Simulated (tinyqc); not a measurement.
## Series resistance and mobility from two gate lengths

Problem. At small Vds the total resistance times width is 2 Rs + L/(mu Q), with the same mu and Q at both lengths. Find mu and Rs.

total resistance at L = 40 and 120 nm (ohm um): 282.45014  567.35043
Q = 1.17 uC/cm^2

Solution. The slope against L is 1/(mu Q), and the intercept at L = 0 is 2 Rs.

mu = 240 cm^2/(V s)
Rs = 70.0 ohm um

Computed by the program tinyqc: `OMP_NUM_THREADS=1 python tinyqc.py 2380006 2380007 out.jsonl`, one thread of a shared Intel Xeon 2.30GHz, about 0.01 s for the whole run.
